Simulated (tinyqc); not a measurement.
Extended Hueckel theory, for H6-, step by step. The parameters take no account of the charge, which enters only through the electron count, and nothing here shows that the anion is bound. One step of it, computed by the program tinyqc.

Question. Orbitals. Solve H C = S C e through S^(-1/2); fill by pairs from the bottom, a degenerate level sharing its electrons equally; each orbital has its largest coefficient positive (the first on a tie).

H (eV), order 1H 1s, 2H 1s, 3H 1s, 4H 1s, 5H 1s, 6H 1s:
```
[[-13.600000, -15.450310, -2.596479, -0.565458, -0.050016, -0.007428],
 [-15.450310, -13.600000, -9.764213, -2.596479, -0.283928, -0.050016],
 [-2.596479, -9.764213, -13.600000, -15.450310, -2.600938, -0.566531],
 [-0.565458, -2.596479, -15.450310, -13.600000, -9.777815, -2.600938],
 [-0.050016, -0.283928, -2.600938, -9.777815, -13.600000, -15.450310],
 [-0.007428, -0.050016, -0.566531, -2.600938, -15.450310, -13.600000]]
```

overlap S, order 1H 1s, 2H 1s, 3H 1s, 4H 1s, 5H 1s, 6H 1s:
```
[[1.000000, 0.568026, 0.095459, 0.020789, 0.001839, 0.000273],
 [0.568026, 1.000000, 0.358978, 0.095459, 0.010439, 0.001839],
 [0.095459, 0.358978, 1.000000, 0.568026, 0.095623, 0.020828],
 [0.020789, 0.095459, 0.568026, 1.000000, 0.359478, 0.095623],
 [0.001839, 0.010439, 0.095623, 0.359478, 1.000000, 0.568026],
 [0.000273, 0.001839, 0.020828, 0.095623, 0.568026, 1.000000]]
```

valence electrons = 7

Give: orbital energies; occupations; coefficients; sum of one-electron energies.

Answer.

orbital energies (eV): [-20.383, -18.752, -15.887, -1.992, 8.430, 22.820]

occupations: [2.000, 2.000, 2.000, 1.000, 0.000, 0.000]

coefficients, order 1H 1s, 2H 1s, 3H 1s, 4H 1s, 5H 1s, 6H 1s:
```
[[0.204, 0.379, -0.421, -0.618, -0.731, -0.482],
 [0.284, 0.394, -0.236, 0.422, 0.845, 0.754],
 [0.358, 0.112, 0.428, 0.606, -0.253, -1.018],
 [0.358, -0.112, 0.428, -0.606, -0.251, 1.018],
 [0.284, -0.393, -0.237, -0.422, 0.844, -0.756],
 [0.205, -0.378, -0.421, 0.618, -0.730, 0.483]]
```

sum of one-electron energies = -112.035 eV
